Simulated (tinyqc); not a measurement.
The solidus: solid solubility of a dopant against its melt (retrograde solidus), clustering and the electrically active fraction. Computed by tinyqc, a small Python program. Command: `OMP_NUM_THREADS=1 python tinyqc.py 3026339 3026340 out.jsonl retro walk`. One thread of a shared host (Intel(R) Xeon(R) Processor @ 2.30GHz), about 0.01 s of CPU time with the checks.

Inputs (values chosen for the exercise, for a model dopant): melting point of the host T_m = 1687 K; heat of melting of the host H_f = 50.2 kJ/mol; interaction L of the melt = -12 kJ/mol; enthalpy of transfer from melt to solid H = 1.57 eV; entropy of transfer S = 4.92 k_B; site density N0 = 5e+22 1/cm^3.

Constants: R = 8.314462618 J/(mol K); k_B = 8.617333262e-05 eV/K; e = 1.602176634e-19 C; N_A = 6.02214076e+23 1/mol.

Method. x_l and x_s are atom fractions of the dopant in melt and solid; the solid is dilute. Liquidus of the host: R T ln(1 - x_l) + L x_l^2 = -H_f (1 - T/T_m). Distribution: k = x_s/x_l = exp[L (1 - x_l)^2/(R T)] exp(S/k_B - H/(k_B T)), the first factor being the activity coefficient in the melt. Solubility = x_s N0; at T_m x_l = 0. The largest x_s N0 between 900 K and T_m. For an ideal melt with constant heats the maximum has x_l = H_f/(H + H_f), H in the same units.

largest solubility = 7.26506e+18 1/cm^3

temperature of the maximum = 1546.61 K

Against temperature:
```
T (K)      x_l           k  solubility (1/cm^3)  over the maximum
1000   0.78962  1.5723e-06           6.2076e+16           0.00854
1100   0.71198  7.8763e-06           2.8039e+17           0.03859
1200   0.62543  2.9494e-05           9.2233e+17           0.12695
1300   0.52956  8.7805e-05           2.3249e+18           0.32001
1400   0.42274  2.1666e-04           4.5795e+18           0.63035
1500   0.30145  4.5483e-04           6.8553e+18           0.94360
1580   0.18916  7.3795e-04           6.9796e+18           0.96070
1640   0.09090  9.9126e-04           4.5051e+18           0.62011
1675   0.02480  1.1402e-03           1.4138e+18           0.19460
```

What does the comparison show, and why?

Between the first rows the Arrhenius energy of the solubility is 1.43 eV, against H = 1.57 eV; it shrinks to zero at 1547 K and turns negative beyond. A crystal saturated at the maximum precipitates dopant-rich liquid on cooling and on heating alike. Below a eutectic or compound temperature another phase would set the limit.

Extremes, crossings and ranges named in words are read from the listed rows.
